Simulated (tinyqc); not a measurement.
Comparisons within one model: zigzag graphene nanoribbon in tight binding. A value that a table varies takes the place of the one given here.

A zigzag ribbon of N chains, sites A1, B1, A2, ..., BN across it. For each k it is a chain with bonds -2t cos(k/2) (A_n to B_n) and -t (B_n to A_(n+1)), and +D, -D on A and B. A1 and BN are the edge sites; the Dirac points project to k = 2 pi/3.

Parameters, chosen for this exercise (near those used for graphene; the results hold for these values, not for the real material): t = 2.77 eV (hopping); D = 0 eV (sublattice potential, +D on A and -D on B); Nw = 12 (chains, N of this table); k = 2.18 (k times the period sqrt3 acc); N = 4 (zigzag chains).

## The flat edge band

A ribbon of N = Nw chains: lowest positive level, next level, and weight on the two edge sites per state of the middle pair, along k.

Along k:
```
k/pi  2 cos(k/2)  lowest level (eV)  next (eV)  edge weight
0.50      1.4142            1.33519     1.8150        0.050
0.60      1.1756            0.73400     1.3073        0.086
0.65      1.0450            0.43862     1.0933        0.133
0.70      0.9080            0.19033     0.9689        0.237
0.75      0.7654            0.04670     1.0132        0.419
0.80      0.6180            0.00532     1.2382        0.618
0.85      0.4669            0.00023     1.5690        0.782
0.90      0.3129            0.00000     1.9491        0.902
0.95      0.1569            0.00000     2.3534        0.975
1.00      0.0000            0.00000     2.7700        1.000
```

How do the results move?

Beyond k = 2 pi/3 the lowest level sinks towards zero: it is within 1 meV of that from k/pi = 0.85 on. The edge weight grows from 0.24 at 0.70 to 1 at pi, where the chain breaks into dimers and the next level is sqrt(t^2 + D^2) = 2.7700 eV. So flat a band is sensitive to interactions, which this model leaves out; they matter once they exceed the splitting of the middle pair (2D, or for D = 0 only the small overlap of the two edges).

## Lowest level against width

D = 0; lowest positive level at the given k, and the estimate t x^N (1 - x^2), x = 2 cos(k/2) (a dash if x >= 1).

Level (eV):
```
N   matrix  estimate
2    1.528    0.3423
3    1.062    0.3166
4   0.8009    0.2929
5   0.6339    0.2709
6   0.5183    0.2506
8   0.3691    0.2144
10  0.2776    0.1834
14  0.1721    0.1343
```

How do the results move?

With x = 0.9250 < 1 the level falls exponentially: from N = 10 to 14 by a factor 0.62, against x^4 = 0.732.

## What each parameter does

The two lowest positive levels at k and the weight on the two edge sites per state of the middle pair. Each row changes one parameter from the base and keeps the others.

Results:
```
case          lowest (eV)  next (eV)  edge weight
base               0.8009     2.6370       0.4645
t = 2.909 eV       0.8411     2.7693       0.4645
N = 5              0.6339     2.1849       0.3956
D = 0.1 eV         0.8071     2.6389       0.4645
k = 2.08           0.9895     2.7931       0.4260
```

What can be read from the table?

The largest shifts from the base row, up to three for each result and ties (the steps differ in size, so this ranks the rows, not the parameters). lowest (eV): k +0.1886, N -0.1670, t +0.0402. next (eV): N -0.4521, k +0.1561, t +0.1323. edge weight: N -0.0689, k -0.0385; unchanged at the printed digits by t and D.

Program tinyqc; command `OMP_NUM_THREADS=1 python tinyqc.py 1480821 1480822 out.jsonl`; about 0.01 s on one thread of a shared Intel(R) Xeon(R) Processor @ 2.30GHz.
